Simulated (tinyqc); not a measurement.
Inside a calculation. Method: Jacobi rotations on a symmetric matrix. One step of it, computed by the program tinyqc.

Question. Jacobi rotation 2. Take the largest off-diagonal element A_pq; tan 2 theta = 2 A_pq / (A_qq - A_pp) with |theta| <= pi/4; A' = J^T A J with J_pp = J_qq = cos, J_pq = sin, J_qp = -sin.

A', lower triangle:
```
           1          2         3          4          5         6
1  -0.861128
2  -0.493915   0.400000
3   0.000000  -0.516575  2.075128
4   0.149050   0.456000  0.045839   2.117000
5  -0.061400   0.645000  0.067075  -0.138000   3.374000
6  -0.098862  -0.213000  0.097218   0.998000  -0.009000  3.503000
```

Give: p, q, theta; A'.

Answer.

p, q, theta (rad): 4.0000  6.0000  0.4819

A', lower triangle:
```
         1        2        3        4        5       6
1  -0.8611
2  -0.4939   0.4000
3   0.0000  -0.5166   2.0751
4   0.1779   0.5028  -0.0044   1.5950
5  -0.0614   0.6450   0.0671  -0.1181   3.3740
6  -0.0185   0.0226   0.1074   0.0000  -0.0719  4.0250
```
